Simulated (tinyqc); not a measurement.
Frequency dispersion of an accumulation capacitance by border traps, distributed model: one step of the calculation.

Traps spread evenly through the insulator exchange electrons with the semiconductor by tunnelling, with tau(x) = t0 exp(2 ka x) at depth x from the interface. The admittance per area Y seen at depth x obeys dY/dx = -Y^2/(i w eps0 eox) + q Nb ln(1 + i w tau)/tau, with Y(0) = i w Cs and w = 2 pi f; the gate sees Y(tox) = G + i w C. Working variable y = Y/(i w), in uF/cm^2. Cox = eps0 eox/tox.

Task. Scales and lumped estimate. Cox; trap-free value 1/(1/Cox + 1/Cs); response depth d = ln(1/(w t0))/(2 ka), where w tau = 1; lumped estimate: all traps within d act as C_bt = q Nb d placed at d/2, so C = 1/{1/[1/(1/Cs + d/(2 eps0 eox)) + C_bt] + (tox - d/2)/(eps0 eox)}.

Inputs (values chosen for the exercise); permittivity close to that of silicon dioxide: relative permittivity of the insulator eox = 3.85; insulator thickness tox = 3.9 nm; semiconductor capacitance in accumulation Cs = 0.64 uF/cm^2; density of border traps Nb = 4.7e18 cm^-3 eV^-1; decay constant of the wave function in the insulator ka = 6.3 1/nm; time constant of a trap at the interface t0 = 8e-9 s; frequency f = 1e5 Hz.

Constants: q = 1.602176634e-19 C, eps0 = 8.8541878128e-14 F/cm where lengths are in cm. Results are converted to the units shown.

Wanted: Cox; trap-free C; d; C_bt; lumped C.

Result.

Cox = 0.8741 uF/cm^2
trap-free C = 0.3695 uF/cm^2
d = 0.4201 nm
C_bt = 0.03163 uF/cm^2
lumped C = 0.3806 uF/cm^2

The traps within reach amount to 0.0494 Cs and lie in the first 10.8 % of the insulator.

Numbers from tinyqc (`OMP_NUM_THREADS=1 python tinyqc.py 2202107 2202108 out.jsonl`; about 0.3 s on one thread of a shared Intel Xeon 2.30GHz).
